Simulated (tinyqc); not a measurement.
Thermodynamics of metal silicides: hull, first phase, silicon consumed, nucleation and stability against SiO2: one step, computed by the program tinyqc. Command: `OMP_NUM_THREADS=1 python tinyqc.py 3007304 3007305 out.jsonl silphase walk`. One thread of a shared host (Intel(R) Xeon(R) Processor @ 2.30GHz), about 0.01 s of CPU time with the checks.

Entropies of formation of the solids are neglected, so heats stand for free energies. Si fractions: M2Si 0.3333, MSi 0.5000, MSi2 0.6667.

Question. First phase. Effective heat of formation: at the interface the mixture has the Si fraction x_e; the limiting element scales the heat, H_eff = H x_e/x if x_e < x, H (1 - x_e)/(1 - x) otherwise. The rule names the most negative as the first phase; its restriction to congruently melting phases is left out here.

Inputs (values chosen for the exercise, for a model metal): heat of formation of M2Si = -47.3 kJ/mol atoms; heat of formation of MSi = -59.4 kJ/mol atoms; heat of formation of MSi2 = -25.6 kJ/mol atoms; Si fraction x_e at the lowest liquidus = 0.28.

Phases: M2Si, MSi, MSi2.

Give: H_eff; most negative H_eff.

Answer.

H_eff (kJ/mol atoms): M2Si -39.732, MSi -33.264, MSi2 -10.752

most negative H_eff = -39.732 kJ/mol atoms

The rule picks M2Si, ahead of MSi by 6.5 kJ/mol; it is not the phase with the most negative heat itself. The rule is empirical and ignores nucleation barriers.
